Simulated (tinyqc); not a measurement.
## Undoped symmetric double-gate MOSFET, analytic potential model: effect of the insulator thickness

An undoped body of thickness ts between two equal insulators and tied gates; long channel, electrons only, n = ni exp((psi - V)/Vt) with V the quasi-Fermi potential (0 at the source, Vd at the drain), constant mobility, no quantisation. Across the body psi(x) = V - 2 Vt ln[(ts/(2 beta)) sqrt(q ni/(2 eps0 eps_r Vt)) cos(2 beta x/ts)], x from the centre. Q is the electron charge per area of the whole body.

ni = sqrt(Nc Nv) exp(-Eg/(2 Vt)), Eg in volts; r = eps_r tox/(eox ts); V0 = dphi + 2 Vt ln[(2/ts) sqrt(2 eps0 eps_r Vt/(q ni))]. beta (between 0 and pi/2) solves (Vg - V0 - V)/(2 Vt) = ln(beta) - ln(cos beta) + 2 r beta tan(beta). Q = 8 eps0 eps_r Vt beta tan(beta)/ts; I = mu (1/L)(4 eps0 eps_r/ts)(2 Vt)^2 [g(beta_s) - g(beta_d)] per width, g = beta tan(beta) - beta^2/2 + r beta^2 tan^2(beta), with beta_s at V = 0 and beta_d at V = Vd.  I(low) is taken at Vg = 0.33 V, Qs and I(high) at Vg = 1.08 V.

Values chosen for this exercise; material values close to those of silicon: temperature T = 400 K; band gap Eg = 1.12 eV; relative permittivity of the semiconductor eps_r = 11.6; conduction-band density of states at T Nc = 4.33e19 cm^-3; valence-band density of states at T Nv = 4.08e19 cm^-3; relative permittivity of the gate insulator eox = 25.6; body thickness ts = 25 nm; gate work function less that of the intrinsic body dphi = 0.19 V; channel mobility mu = 100 cm^2/(V s); gate length L = 1 um; drain voltage Vd = 0.3 V.

Constants: q = 1.602176634e-19 C, kB = 1.380649e-23 J/K, Vt = kB T/q, eps0 = 8.8541878128e-14 F/cm where lengths are in cm. Results are converted to the units shown.

The same in every row: V0 (V) = 0.5776.

Results:
```
tox (nm)	I(low) (nA/um)	Qs(high) (nC/cm^2)	I(high) (uA/um)
2.9	0.2963	4009	70.02
6	0.2962	2240	41.57
8.7	0.2962	1653	31.51
13	0.2962	1185	23.18
18	0.2961	902.4	17.98
26	0.2961	660.9	13.42
```

Estimate the missing row, tox = 4.2 nm.

Computed row:
```
tox (nm)	I(low) (nA/um)	Qs(high) (nC/cm^2)	I(high) (uA/um)
4.2	0.2962	2987	53.88
```

With this row back in the table: As tox goes from 2.9 to 26 nm, I(low) stays near 0.296 nA/um and I(high) falls from 70.0 to 13.4 uA/um. On average I(low) is independent of tox and I(high) goes as tox^(-0.75). Below threshold no voltage drops over the insulator in this long-channel model, so its thickness does not matter there. For tox = 2.9 to 18 nm the surface density at the source at the higher gate voltage passes 0.3 Nc, where Boltzmann statistics fail.

tinyqc, about 0.01 s, one thread, Intel Xeon 2.30GHz (shared host): `OMP_NUM_THREADS=1 python tinyqc.py 2440009 2440010 out.jsonl`
